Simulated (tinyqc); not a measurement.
Bandgap voltage reference from two bipolar transistors: one step of the calculation.

Two transistors of area 1 and N carry the same current I. Is(T) = Is (T/T0)^eta exp[(Vg0 q/kB)(1/T0 - 1/T)], VBE1 = Vt ln(I/Is(T)) + I rb, VBE2 = Vt ln(I/(N Is(T))) + I rb/N. The amplifier forces I R1(T) = VBE1 - VBE2 + Vos, with R(T) = R (1 + tc (T - T0)) for both resistors, and the output is Vref = VBE1 + I R2(T). Base currents and the Early effect are neglected.

Problem. Operating point at the reference temperature. Vt = kB T/q; I = (Vt ln N + Vos)/(R1(T) - rb (1 - 1/N)). Evaluate at T = T0.

Inputs (values chosen for the exercise); values of the order met in silicon bipolar transistors:
```
symbol    value   unit                                                   meaning
T0          300      K                                     reference temperature
Vg0       1.141      V                      band-gap voltage extrapolated to 0 K
eta         3.9                   temperature exponent of the saturation current
Is      6.2e-17      A           saturation current of the unit transistor at T0
N            15                              area ratio of the second transistor
R1          4.6   kohm  resistor across which the difference of VBE falls, at T0
tc            0  ppm/K                 temperature coefficient of both resistors
Vos           0     mV                                   offset of the amplifier
rb          110    ohm                  series resistance of the unit transistor
R2        35.44   kohm                                     output resistor at T0
```

Constants: q = 1.602176634e-19 C, kB = 1.380649e-23 J/K. Results are converted to the units shown.

Wanted: Vt; I; Is(T); VBE1; I R2; Vref.

Solution.

Vt = 0.025852 V
I = 15.567 uA
Is(T) = 6.2000e-17 A
VBE1 = 0.68030 V
I R2 = 0.55168 V
Vref = 1.2320 V

Computed by the program tinyqc: `OMP_NUM_THREADS=1 python tinyqc.py 2062115 2062116 out.jsonl`, one thread of a shared Intel Xeon 2.30GHz, about 0.02 s for the whole run.
